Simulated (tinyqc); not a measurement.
Fermi-level pinning at a metal contact (Cowley-Sze model): one step of the calculation.

Interface states of density Ds lie behind a thin layer of thickness dl. Neglecting the depletion charge, the barrier for electrons is phi = S (pM - chi) + (1 - S) E0 with S = 1/(1 + q Ds dl/(eps0 ei)); the barrier for holes is Eg - phi.

Question. Barrier. Also the charge in the states, Ds (phi - E0), and the drop across the layer, pM - chi - phi.

Parameters, values chosen for the exercise; material values close to those of silicon: band gap Eg = 1.12 eV; electron affinity chi = 4.08 eV; density of interface states Ds = 2.6e14 cm^-2 eV^-1; depth of their neutrality level below the conduction edge E0 = 0.52 eV; thickness of the interface layer dl = 0.33 nm; its relative permittivity ei = 1.6; metal work function pM = 5.22 eV.

Constants: q = 1.602176634e-19 C, eps0 = 8.8541878128e-14 F/cm where lengths are in cm. Results are converted to the units shown.

Give: S; phi; barrier for holes; charge in the states; drop across the layer.

Answer.

S = 0.093427
phi = 0.57792 eV
barrier for holes = 0.54208 eV
charge in the states = 1.5060e13 cm^-2
drop across the layer = 0.56208 V

Computed by the program tinyqc: `OMP_NUM_THREADS=1 python tinyqc.py 2430032 2430033 out.jsonl`, one thread of a shared Intel Xeon 2.30GHz, about 0.01 s for the whole run.
